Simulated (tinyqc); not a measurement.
# Floating body of a partially depleted SOI transistor: body voltage and kink: what changes with what

Source at 0 V. Channel current Ic = 2 nf K Vt^2 [F(0) - F(Vd)](1 + la Vd), F(V) = ln^2(1 + exp((Vg - VT - nf V)/(2 nf Vt))), VT = VT0 - gb Vb. Saturation voltage Vs = 2 Vt sqrt(F(0)) + 3 Vt, excess Ve = (Vd - Vs + sqrt((Vd - Vs)^2 + 0.0004 V^2))/2, multiplication M1 = Ai Ve exp(-Bl/Ve). Each junction passes D(v) = J1 (exp(v/Vt) - 1) + J2 (exp(v/(2 Vt)) - 1). Bipolar current Ib = bb J1 (exp(Vb/Vt) - 1). The body settles where M1 (Ic + Ib) = D(Vb) + D(Vb - Vd) + Vb/Rb; drain current Id = (1 + M1)(Ic + Ib) - D(Vb - Vd).

Parameters, values chosen for the exercise; values of the order met in partially depleted silicon-on-insulator transistors:
- T = 300 K (temperature)
- VT0 = 0.48 V (threshold at zero body voltage)
- gb = 0.26 (fall of the threshold per volt of body voltage)
- nf = 1.19 (slope factor)
- K = 150 uA/(V^2 um) (gain factor per width)
- la = 0.07 1/V (channel-length modulation factor)
- Ai = 2.06 1/V (impact-ionisation prefactor)
- Bl = 7.7 V (impact-ionisation voltage)
- J1 = 1.8e-12 uA/um (diffusion saturation current of each junction)
- J2 = 1.5e-8 uA/um (recombination saturation current of each junction)
- bb = 1 (gain of the lateral bipolar transistor on the diffusion current)
- Rb = 60000 kohm um (resistance of a weak body tie to the source (1e9 stands for no tie, and the term is then dropped))
- Vg = 0.74 V (gate voltage)
- Vd = 2.1 V (drain voltage)

Constants: q = 1.602176634e-19 C, kB = 1.380649e-23 J/K, Vt = kB T/q. Results are converted to the units shown.

Each table varies one quantity; the others keep the values above.

## Output curve and kink

Rows with more than one solution for Vb (latch) are left out; dId/dVd by a forward difference over 1e-4 V, swing = 1e-4 V over the change of log10 Id; M1 under 1e-12 is printed as 0.

Results:
```
Vd (V)    Vb (V)        M1  Id, floating (uA/um)  Id, grounded (uA/um)  ratio  dId/dVd, floating (uS/um)  dId/dVd, grounded (uS/um)
0.84    2.147e-4  7.840e-7                 4.544                 4.542  1.000                     0.3539                     0.3004
1       0.006941  2.486e-5                 4.653                 4.590  1.014                      1.373                     0.3023
1.16     0.06371  2.027e-4                 5.239                 4.639  1.129                      7.409                     0.3130
1.32      0.3016  6.373e-4                 7.902                 4.692  1.684                      30.30                     0.3450
1.64      0.6164  0.004277                 12.51                 4.825  2.592                      4.500                     0.5179
1.8       0.6432  0.009905                 13.20                 4.920  2.683                      4.339                     0.6691
```

Estimate the missing row, Vd = 1.48 V.

Computed row:
```
Vd (V)  Vb (V)        M1  Id, floating (uA/um)  Id, grounded (uA/um)  ratio  dId/dVd, floating (uS/um)  dId/dVd, grounded (uS/um)
1.48    0.5715  0.001518                 11.64                 4.751  2.450                      7.402                     0.4107
```

With this row back in the table: Vb rises from 2.15e-4 to 0.643 V and the ratio of the currents rises from 1.00 to 2.68. The output conductance with a floating body exceeds the grounded value by the largest factor among the rows, 87.8, at Vd = 1.32 V, where Vb = 0.302 V and M1 = 6.37e-4.

## Transfer curve and swing

Same model as above.

Results:
columns A: Vg (V); B: Vb (V); C: M1; D: Id, floating (uA/um); E: Id, grounded (uA/um); F: ratio; G: swing, floating (mV/decade); H: swing, grounded (mV/decade)
```
A            B        C         D         E      F      G      H
0.03  1.574e-6  0.09253  1.477e-7  1.477e-7  1.000  78.86  78.86
0.13  1.824e-5  0.09250  3.429e-6  3.429e-6  1.000  71.26  71.27
0.23  4.432e-4  0.09234  8.722e-5  8.689e-5  1.004  71.20  71.46
0.43    0.6302  0.07156     1.243   0.04016  30.96  149.4  84.80
0.53    0.6575  0.05697     3.997    0.4113  9.718  258.3  121.4
0.63    0.6708  0.04421     8.308     1.856  4.476  380.2  196.4
0.73    0.6777  0.03356     14.03     4.799  2.923  505.2  298.7
0.83    0.6808  0.02486     21.08     9.233  2.283  629.6  412.2
```

Estimate the missing row, Vg = 0.33 V.

Computed row:
columns A: Vg (V); B: Vb (V); C: M1; D: Id, floating (uA/um); E: Id, grounded (uA/um); F: ratio; G: swing, floating (mV/decade); H: swing, grounded (mV/decade)
```
A           B        C         D         E      F      G      H
0.33  0.01158  0.09154  0.002300  0.002095  1.098  67.12  73.88
```

With this row back in the table: Vb rises from 1.57e-6 to 0.681 V. The smallest swing among the rows is 67.1 mV a decade with a floating body (at Vg = 0.33 V) and 71.3 with a grounded one; Vt ln 10 = 59.5. The floating swing is smaller by more than 3 % for Vg = 0.33 V, where the rising Vb lowers the threshold as Vg rises. In the first row the floating body raises the current by a factor of 1.00.

Range of the model: The multiplication law is an empirical form chosen for the exercise; self-heating and capacitive coupling to the body are left out, and the linear laws are rough once Vb passes about 0.7 V or M1 about 0.1.

tinyqc, about 0.2 s, one thread, Intel Xeon 2.30GHz (shared host): `OMP_NUM_THREADS=1 python tinyqc.py 2182042 2182043 out.jsonl`
